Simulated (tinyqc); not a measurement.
Classical nucleation, growth and JMAK kinetics of crystallisation from a melt or glass: one step, computed by the program tinyqc.

A spherical nucleus with a sharp interface of isotropic energy gamma; lambda = Omega^(1/3) is the jump distance.

Question. Fraction transformed and grain size. JMAK with steady nucleation and growth, nuclei spread at random: extended fraction X_e = (pi/3) I u^3 t^4, X = 1 - exp(-X_e); t_X = [-3 ln(1 - X)/(pi I u^3)]^(1/4); final grains per volume = Gamma(5/4) (3/pi)^(1/4) (I/u)^(3/4), Gamma(5/4) = 0.9064024771. Grain size = (grains per volume)^(-1/3).

Inputs (values chosen for the exercise, for a model substance): temperature T = 1025 K; time t = 7.5e-05 s.

Nucleation: homogeneous. Driving force: Turnbull (linear).

nucleation rate I = 5.961538e+21 1/(m^3 s)

growth velocity u = 5.115809e-07 m/s

Give: extended fraction; fraction X at t; half time t_0.5; grains per volume; grain size.

Answer.

extended fraction = 2.645e-14

fraction X at t = 2.645e-14

half time t_0.5 = 0.1697 s

grains per volume = 1.005e+21 1/m^3

grain size = 0.09984 micrometre

t is 4.4e-4 half times: nearly nothing has crystallised.
